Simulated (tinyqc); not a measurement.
Disorder broadening of a one-dimensional band in the self-consistent Born approximation: course of the iteration.

The local Green function is G = g0(z - Sigma) with z = E + i eta and g0(z) = 1/(sqrt(z - 2t) sqrt(z + 2t)), principal roots; the self-energy is Sigma = D G. The density of states is -Im G/pi.

G = g0(z - Sigma), Sigma(out) = D G, Sigma(new) = Sigma + mix (Sigma(out) - Sigma).

Stop when |Sigma(out) - Sigma| is below 1e-10 eV, or after 30 iterations; the start is Sigma = 0.

Values chosen for this exercise: hopping t = 0.6 eV; variance of the random site energy D = 0.14 eV^2; bare broadening eta = 0.018 eV; energy from the band centre E = 1.456 eV; mixing mix = 1.

Course of the iteration:
```
iteration	Re Sigma (eV)	Im Sigma (eV)	|Sigma(out) - Sigma| (eV)
1	0.169446	-0.006525	0.170
2	0.292979	-0.042180	0.129
3	0.163412	-0.301146	0.290
4	0.116394	-0.099618	0.207
5	0.191360	-0.074927	0.0789
6	0.232477	-0.127111	0.0664
7	0.173850	-0.157138	0.0659
8	0.166391	-0.114158	0.0436
9	0.193220	-0.109096	0.0273
...	...	...	...
22	0.186544	-0.124217	5.19e-4
23	0.186296	-0.123930	3.80e-4
24	0.186520	-0.123765	2.77e-4
25	0.186627	-0.123938	2.03e-4
26	0.186495	-0.124006	1.49e-4
27	0.186452	-0.123906	1.09e-4
28	0.186528	-0.123881	7.96e-5
29	0.186542	-0.123937	5.83e-5
30	0.186500	-0.123945	4.27e-5
```

Did this iteration meet its convergence test, and what does its course show?

No. Not converged within 30 iterations: the residual falls steadily but slowly, by a factor of about 0.73 a step over the last four steps. At the solution d Sigma(out)/d Sigma = -0.0565-0.730i, of modulus 0.732, so a step with mix = 1 multiplies the error by 0.732 while turning it in the complex plane. A rerun with mix = 0.7 (factor 0.573) converges in 42 iterations.

Range of the model: The self-consistent Born approximation misses band tails from rare fluctuations and localisation.

Computed by the program tinyqc: `OMP_NUM_THREADS=1 python tinyqc.py 2720133 2720134 out.jsonl`, one thread of a shared Intel Xeon 2.30GHz, about 0.02 s for the whole run.
